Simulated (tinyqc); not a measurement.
Six-transistor SRAM cell, nodal equations and margins: two steps of the calculation.

Two cross-coupled inverters (pull-down bn, pull-up bp) hold the nodes Q and QB; access transistors (ba, threshold VTn, gate on the word line at Vdd when selected) join them to the bit lines. Transistor (EKV form, voltages against the body): I = 2 n b Vt^2 [F(vp - Vs) - F(vp - Vd)] from drain to source, F(v) = ln^2(1 + exp(v/(2 Vt))), vp = (Vg - VT + sg |Vd - Vs|)/n. n-channel bodies are at 0; for the p-channel device all voltages are counted down from Vdd. b in uA/V^2 gives I in uA. For an access transistor the bit line is the drain and the node the source. In a read both bit lines are at Vdd. The cell is symmetric (no mismatch).

Inputs (values chosen for the exercise):
```
symbol  value    unit                                  meaning
T         400       K                              temperature
Vdd       0.4       V                           supply voltage
n         1.3                                     slope factor
sg        0.1                   drain-induced barrier lowering
VTn      0.42       V                      n-channel threshold
VTp      0.34       V          p-channel threshold (magnitude)
bn        320  uA/V^2  gain factor of the pull-down transistor
ba        210  uA/V^2     gain factor of the access transistor
bp        180  uA/V^2    gain factor of the pull-up transistor
```

Constants: q = 1.602176634e-19 C, kB = 1.380649e-23 J/K, Vt = kB T/q. Results are converted to the units shown.

Problem 1. Read current and disturbance. Iread = Ia(bit line at Vdd, source Q); cell ratio bn/ba; time to pull a bit line of 20 fF down by 0.1 V at that current.

(Q, QB) (V): Q 0.034289648, QB 0.39994465

Find: Iread; cell ratio; time.

Solution 1.

Iread = 0.1956 uA
cell ratio = 1.524
time = 1.023e4 ps

Problem 2. The largest square in the read butterfly. f(x) is the node voltage of one half-cell in a read for input x (In - Ip - Ia = 0). Static noise margin: side of the largest square between the curve (x, f(x)) and its mirror image (f(y), y); with h(c) the root x of f(x) - x = c, it is the maximum over c > 0 of h(c) - h(-c) + c.

c, point 0 to 6 (V): [0.056, 0.093, 0.13, 0.16, 0.19, 0.2, 0.22]

Give: h(c); h(-c); side.

Solution 2.

```
point  h(c) (V)  h(-c) (V)  side (V)
0       0.21818    0.23345  0.040737
1       0.21360    0.24280  0.063802
2       0.20750    0.25632  0.081177
3       0.20000    0.27021  0.089791
4       0.18823    0.28606  0.092166
5       0.18300    0.29167  0.091325
6       0.17033    0.30328  0.087056
```

The maximum over c is 92.27 mV, the read margin; with the word line off (no Ia) the same construction gives 135.9 mV.

Computed by the program tinyqc: `OMP_NUM_THREADS=1 python tinyqc.py 2340121 2340122 out.jsonl`, one thread of a shared Intel Xeon 2.30GHz, about 0.2 s for the whole run.
